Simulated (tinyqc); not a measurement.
Length of a molecular wire: coherent transport through a tight-binding bridge. Computed by the program tinyqc. T = Gamma_L Gamma_R |G_1n|^2 with the self-energies of semi-infinite chains.

A uniform bridge between two chains:
```
parameter                        value
site energy (eV)              1.920000
hopping in the bridge (eV)    1.050000
lead hopping (eV)             2.900000
couplings (eV)              0.85, 1.12
E (eV)                       -0.160000
```

Transmission against length:
```
sites           T     ln T
2      4.1434e-02  -3.1837
3      2.4002e-02  -3.7296
4      1.6078e-02  -4.1303
5      1.1879e-02  -4.4330
6      9.4388e-03  -4.6629
7      7.9465e-03  -4.8350
8      7.0244e-03  -4.9584
9      6.4830e-03  -5.0386
10     6.2263e-03  -5.0790
```

What does the comparison show, and why?

E lies inside the band of the bridge (|E - e|/2h = 0.990 < 1): T does not decay but oscillates with length, between 0.006 and 0.041 here, as levels of the bridge pass E.
